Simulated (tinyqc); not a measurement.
Epitaxial growth on a vicinal surface: Burton-Cabrera-Frank step flow, step-edge barrier and island nucleation: one step, computed by the program tinyqc. Command: `OMP_NUM_THREADS=1 python tinyqc.py 3002361 3002362 out.jsonl stepflow walk`. One thread of a shared host (Intel(R) Xeon(R) Processor @ 2.30GHz), about 0.01 s of CPU time with the checks.

Adatoms land at rate F, hop on a square grid (a simplification for hexagonal faces), desorb, or join steps. Lengths are in units of a and n is the adatom coverage. Steps ascend at x = 0 and descend at x = l.

Task: Terrace solution. D n'' - n/tau + F = 0 with n(0) = n_eq and -l_s n'(l) = n(l) - n_eq. With u = n - F tau, A = n_eq - F tau, y = l/x_s, s = l_s/x_s: u = A cosh(x/x_s) + B sinh(x/x_s), B = A (1 - cosh y - s sinh y)/(sinh y + s cosh y). Flux into the ascending step J+ = D B/x_s, over the descending one J- = -(D/x_s)(A sinh y + B cosh y); step velocity J+ + J-; growth rate (J+ + J-)/l. For small y: J+ + J- = (F - n_eq/tau) l, J-/J+ = l/(l + 2 l_s). The coverage peaks where n' = 0, tanh(x/x_s) = -B/A.

Inputs (values chosen for the exercise, close to those used for Si(001)): deposition rate F = 0.16 layers/s; temperature T = 860 C.

D = 1.339250e+10 a^2/s

lifetime tau = 0.1885072 s

diffusion length x_s = 50245.22 a

equilibrium coverage n_eq = 4.153604e-06

terrace width l = 67.64023 a

Schwoebel length l_s = 0.5532668 a

Give: J+; J-; growth rate; peak coverage; position of the peak.

Result:

J+ = 5.4544 atoms per step site and s

J- = 5.3666 atoms per step site and s

growth rate = 0.15998 layers/s

peak coverage = 4.1605e-06

position of the peak = 34.095 a
